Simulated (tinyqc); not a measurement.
Thermal stress and diffusional relaxation in a metal film: Coble and Nabarro-Herring creep, cooling and holds. Changing the hold time t. Computed by tinyqc, a small Python program. Command: `OMP_NUM_THREADS=1 python tinyqc.py 3011441 3011442 out.jsonl creep sweep`. One thread of a shared host (Intel(R) Xeon(R) Processor @ 2.30GHz), about 0.04 s of CPU time with the checks.

A thin film on a rigid substrate is stress-free at T0. Tension is positive and the film creeps linearly: d sigma/dt = -M (mismatch) dT/dt - sigma/tau.

Inputs (values chosen for the exercise, modelled on copper films on silicon):
```
quantity,value,unit
biaxial modulus M,189,GPa
expansion mismatch,14.3,1e-6/K
atomic volume Omega,11.8,angstrom^3
lattice prefactor D0,2.3e-05,m^2/s
lattice energy E,2.01,eV
boundary prefactor (delta D_b)0,6.6e-15,m^3/s
boundary energy E_b,1.12,eV
grain size d,0.48,um
stress-free temperature T0,300,C
hold temperature T,120,C
yield stress,370,MPa
```

Constants: k_B = 1.380649e-23 J/K; k_B = 8.617333262e-05 eV/K.

Method:
- Thermoelastic slope = M x mismatch; sigma_0 = slope x (T0 - T).
- Creep rate per stress: Nabarro-Herring 14 D Omega/(k_B T d^2), Coble (14 pi) delta D_b Omega/(k_B T d^3), with D = D0 exp(-E/(k_B T)), delta D_b = (delta D_b)0 exp(-E_b/(k_B T)); 1/tau = M x (sum of both)/2 (biaxial strain rate is half the uniaxial one).
- Temperatures in kelvin are T(C) + 273.15.
- sigma(t) = sigma_0 exp(-t/tau), relaxed part sigma_0 - sigma(t); the grain size where both mechanisms are equal is pi delta D_b/D.

One run for each value:
```
hold time t (h),stress after the hold (MPa),stress relaxed during the hold (MPa)
0.17,485.8,7.047e-01
0.39,484.9,1.615e+00
0.9,482.8,3.719e+00
2.1,477.9,8.634e+00
4.8,467.0,1.951e+01
11,442.9,4.356e+01
26,389.7,9.674e+01
59,294.1,1.923e+02
140,147.4,3.391e+02
```

Over the rows, stress after the hold (MPa) falls from 486 to 147 (exponent d ln y / d ln x -0.0023 between the first rows and -0.80 between the last); stress relaxed during the hold (MPa) rises from 0.705 to 339 (exponent d ln y / d ln x 1.00 between the first rows and 0.66 between the last). At the low end the exponent of stress relaxed during the hold is 1.00, close to 1: the hold is short against tau.

Caution (all rows): the elastic stress exceeds the yield stress, so dislocation glide would cap it first. Caution (all rows): bulk creep laws overstate relaxation in a bonded film, where the substrate constrains boundary diffusion, and dislocation glide is left out.
